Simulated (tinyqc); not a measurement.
Two coupled magnetic layers: synthetic antiferromagnet, spin flop, exchange bias and magnetoresistance: one step, computed by the program tinyqc. Command: `OMP_NUM_THREADS=1 python tinyqc.py 3010325 3010326 out.jsonl saf walk`. One thread of a shared host (Intel(R) Xeon(R) Processor @ 2.30GHz), about 0.2 s of CPU time with the checks.

Moments lie in the plane at the angles p1, p2 from the field. Energy per area: E = J1 cos(p1 - p2) + J2 cos^2(p1 - p2) - B M_s (t1 cos p1 + t2 cos p2) + K (t1 sin^2 p1 + t2 sin^2 p2).

Task: Limit of the antiparallel state. With p1 = 0, p2 = 180 degrees and c2 = J1 - 2 J2 the Hessian is [[c2 + t1 (2K + b), -c2], [-c2, c2 + t2 (2K - b)]], b = B M_s; its determinant vanishes at the positive root of t1 t2 b^2 - c2 (t1 - t2) b - [2K c2 (t1 + t2) + 4 K^2 t1 t2] = 0.

Inputs (values chosen for the exercise, for a model stack):

| quantity | value | unit |
|---|---|---|
| saturation magnetisation M_s | 1060 | kA/m |
| thickness t1 | 3.2 | nm |
| thickness t2 | 3.2 | nm |
| antiferromagnetic coupling J1 | 1.4 | mJ/m^2 |
| biquadratic coupling J2 | 0.01 | mJ/m^2 |
| in-plane anisotropy K | 2.6 | kJ/m^3 |

Field direction: along the easy axis.

Give: stability limit B_sf of the antiparallel state.

Result:

stability limit B_sf of the antiparallel state = 63.370 mT
